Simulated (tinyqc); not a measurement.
Angle of incidence: thin-film optics by transfer matrices.

Indices N = n + i k. Snell: N0 sin(theta) = N_j sin(theta_j), with Im(N_j cos theta_j) >= 0. Admittance y_j = N_j cos theta_j for s and N_j/cos theta_j for p. Phase delta_j = 2 pi N_j cos theta_j d_j/lambda. Layer matrix [[cos delta, -i sin delta/y], [-i y sin delta, cos delta]], multiplied from the top down to M. (B, C) = M (1, y_sub); r = (y0 B - C)/(y0 B + C), R = |r|^2, T = 4 Re y0 Re y_sub/|y0 B + C|^2, absorbed in the films 1 - R - T.

Ellipsometry: rho = tan(Psi) exp(i Delta) = -conj(r_p/r_s) with the r of the admittance formula, Delta in 0 to 360 degrees, so that a bare dielectric at small angles gives Delta = 180.

Parameters, chosen for this exercise (indices near those of Si3N4, SiO2 on W; not measured data): lam = 193 nm (vacuum wavelength); n0 = 1 (ambient index); n = (2.654, 1.564, 1.301) (n of Si3N4, SiO2, substrate); k = (0.271, 0, 3.056) (k in the same order); d = (23.4, 57.1) nm (thicknesses, top first).

Both polarisations.

Stack:
```
theta (degrees)     R_s     R_p    Psi   Delta
0                0.2846  0.2846  45.00  180.00
15               0.2523  0.2406  44.32  181.43
30               0.1446  0.1226  42.64  190.09
45               0.0316  0.0201  38.55  282.28
55               0.1802  0.0312  22.58   37.82
60               0.3377  0.0654  23.76   47.80
65               0.5007  0.1179  25.89   46.12
70               0.6413  0.1913  28.64   39.72
75               0.7541  0.2941  31.98   31.09
80               0.8455  0.4429  35.90   21.26
85               0.9245  0.6650  40.30   10.78
```

What can be read from this table?

R_s and R_p agree at normal incidence (0.2846). R_p is lowest at 45 degrees of those listed (0.0201), where R_s = 0.0316: both are low, so this is an interference minimum, not a Brewster effect. R_s does not rise steadily, because the phase thickness of the films changes with the angle.

tinyqc: `OMP_NUM_THREADS=1 python tinyqc.py 1680802 1680803 out.jsonl`; about 0.01 s, one thread, shared Intel(R) Xeon(R) Processor @ 2.30GHz.
